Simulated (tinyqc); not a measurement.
Time-dependent dielectric breakdown: cell percolation, Weibull statistics, area scaling and voltage extrapolation: one step, computed by the program tinyqc. Command: `OMP_NUM_THREADS=1 python tinyqc.py 3019120 3019121 out.jsonl tddb walk`. One thread of a shared host (Intel(R) Xeon(R) Processor @ 2.30GHz), about 0.01 s of CPU time with the checks.

The oxide is divided into columns of area a^2, each holding m = t_ox/a cells (m is taken as continuous). A share lambda(t) = (t/t_1)^alpha of the cells is defective, and a column whose cells are all defective breaks down.

Question. Weibull parameters from the cell model. Failure fraction F = 1 - (1 - lambda^m)^N with N = A/a^2 columns, which for small lambda^m is 1 - exp(-(t/t63)^beta) with beta = alpha m and t63 = t_1 N^(-1/beta); critical share lambda(t63) = N^(-1/m). 1 um^2 = 1e6 nm^2.

Inputs (values chosen for the exercise, for a model gate oxide):

| quantity | value | unit |
|---|---|---|
| oxide thickness t_ox | 5.7 | nm |
| defect cell size a | 1.2 | nm |
| exponent alpha of defect growth | 0.59 | - |
| time t_1 at which the occupied share would reach 1 | 6000 | s |
| test area A | 0.03 | um^2 |

Give: cells per column m; columns N; Weibull slope beta; characteristic life t63; critical share of defective cells.

Answer.

cells per column m = 4.75

columns N = 20833

Weibull slope beta = 2.8025

characteristic life t63 = 172.6 s

critical share of defective cells = 0.1233

Times between F = 10 % and 90 % span a factor 3.01: the smaller beta = alpha m, the wider the scatter. Caution: t_1 is an input here; in a real oxide it changes with thickness at fixed voltage.
